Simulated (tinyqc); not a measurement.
# Reflectance at normal incidence against thickness

Normal incidence on air, film (n1) and substrate (N2 = n2 - i k2): r01 = (1 - n1)/(1 + n1), r12 = (n1 - N2)/(n1 + N2), amplitude (r01 + r12 X)/(1 + r01 r12 X), X = exp(-4 pi i n1 d/lam), R its squared modulus, phase from 0 to 360 degrees.

Inputs (values chosen for the exercise):
- lam = 632.8 nm (wavelength)
- n1 = 1.666 (index of the transparent film)
- n2 = 3.882 (index of the substrate)
- k2 = 0.019 (extinction coefficient of the substrate)

Reflectance at normal incidence against thickness:
```
d (nm),R (%),phase of the reflected amplitude (degrees)
0,34.85,179.8
24,31.43,155.4
48,21.63,126.8
71,9.335,87.89
95,2.763,359.0
119,9.529,271.2
142,21.83,232.7
166,31.54,204.2
190,34.85,179.8
```

Read the table: what changes, and by how much?

R goes from 34.9 through a minimum of 2.76 (at d = 95 nm among the rows listed) to 34.8 %. At a quarter wave, d = 95.0 nm, R = 2.76 %; for a transparent substrate it would vanish for n1 = sqrt(n2) = 1.97.

Program tinyqc, `OMP_NUM_THREADS=1 python tinyqc.py 2870152 2870153 out.jsonl`; Intel Xeon 2.30GHz, shared host, one thread, about 0.4 s.
